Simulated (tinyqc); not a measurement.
Specific resistance of a metal-semiconductor contact and its transmission-line measurement: one step, computed by the program tinyqc. Command: `OMP_NUM_THREADS=1 python tinyqc.py 3014202 3014203 out.jsonl contact walk`. One thread of a shared host (Intel(R) Xeon(R) Processor @ 2.30GHz), about 0.01 s of CPU time with the checks.

The barrier is parabolic (depletion approximation), energies E are normal energies counted from the band edge in the neutral semiconductor (downwards for holes), and the bias is zero. xi is an input, held fixed when other inputs move.

Task: Current crowding. Transmission-line model: transfer length L_T = sqrt(rho_c/R_sh); R_c = (R_sh L_T/W) coth(d/L_T). Limits: rho_c/(W d) for d << L_T, sqrt(rho_c R_sh)/W for d >> L_T.

Inputs (values chosen for the exercise, modelled on n-type germanium):
```
quantity               value        unit
temperature T            300           K
sheet resistance R_sh    580         ohm
contact length d        0.24  micrometre
contact width W         0.43  micrometre
```

Image-force lowering: included.

specific contact resistance rho_c = 1.038047e-07 ohm cm^2

Give: transfer length L_T; d/L_T; contact resistance R_c; R_c W; short-contact limit; long-contact limit.

Result:

transfer length L_T = 0.1338 micrometre

d/L_T = 1.794

contact resistance R_c = 190.7 ohm

R_c W = 82.01 ohm micrometre

short-contact limit = 100.6 ohm

long-contact limit = 180.4 ohm

The contact is about one transfer length long, between the two limits.
